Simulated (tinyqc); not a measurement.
# Worked calculation: energy and delay of logic against supply voltage

Computed by the program tinyqc: `OMP_NUM_THREADS=1 python tinyqc.py 2082167 2082168 out.jsonl`, one thread of a shared Intel Xeon 2.30GHz, about 0.01 s for the whole run. Printed values are rounded.

One expression serves below and above threshold: I(Vg) = Ik [ln(1 + exp((Vg - VT + dd V)/(al nf Vt)))]^al, with I_on = I(V) and I_off = I(0). Gate delay td = kd C V/I_on, clock period LD td. Per gate and cycle the switching energy is act C V^2 and the leakage energy I_off V LD td. No short-circuit current, no variation. Minima are sought above 0.09 V; below a few Vt gates no longer switch and the model has no meaning.

Inputs (values chosen for the exercise); values of the order met in logic technologies:
- T = 250 K (temperature)
- VT = 0.41 V (threshold voltage at zero drain bias)
- nf = 1.4 (slope factor)
- dd = 0.04 (barrier lowering per volt of supply)
- Ik = 0.41 uA (specific current of a gate)
- al = 1.26 (exponent of the current law)
- C = 0.5 fF (load capacitance of a gate)
- kd = 0.9 (delay factor)
- LD = 20 (logic depth)
- act = 0.05 (activity factor)
- V = 1.01 V (supply voltage)

Constants: q = 1.602176634e-19 C, kB = 1.380649e-23 J/K, Vt = kB T/q. Results are converted to the units shown.

## Currents, delay and energies

I_on, I_off, td, clock frequency 1/(LD td), both energies and their sum.

I_on = 14.39959 uA
I_off = 0.001953268 nA
td = 31.56340 ps
clock frequency = 1.584113 GHz
switching energy = 25.50250 aJ
leakage energy = 0.001245366 aJ
energy = 25.50375 aJ

I_on/I_off = 7.37e6; leakage makes up 0.00488 % of the energy.

## Starting value

V = 0.24 V.

V at the start = 0.24 V

## Iteration 1: new V

Minimum-energy supply: E(V) is the energy per gate and cycle; with h = 0.001 V, E' = (E(V + h) - E(V - h))/(2 h), E'' = (E(V - h) - 2 E(V) + E(V + h))/h^2, V(new) = V - E'/E''.

E' = 7.499241 aJ/V
E'' = 155.4675 aJ/V^2
V after iteration 1 = 0.1917633 V

## Iteration 2: new V

As before.

E' = -3.438399 aJ/V
E'' = 314.9444 aJ/V^2
V after iteration 2 = 0.2026808 V

## Iteration 3: new V

As before.

E' = -0.2482690 aJ/V
E'' = 270.1476 aJ/V^2
V after iteration 3 = 0.2035998 V

## Course of the iteration

Stop when the step is below 1e-9 V, or after 40 iterations.

Course of the iteration:
```
iteration  V before the step (V)  step (V)
1                           0.24   -0.0482
2                      0.1917633    0.0109
3                      0.2026808   9.19e-4
4                      0.2035998   6.15e-6
5                      0.2036059  1.95e-10
```

Converged in 5 iterations. There leakage makes up 29.7 % of the energy and the clock runs at 0.312 MHz.
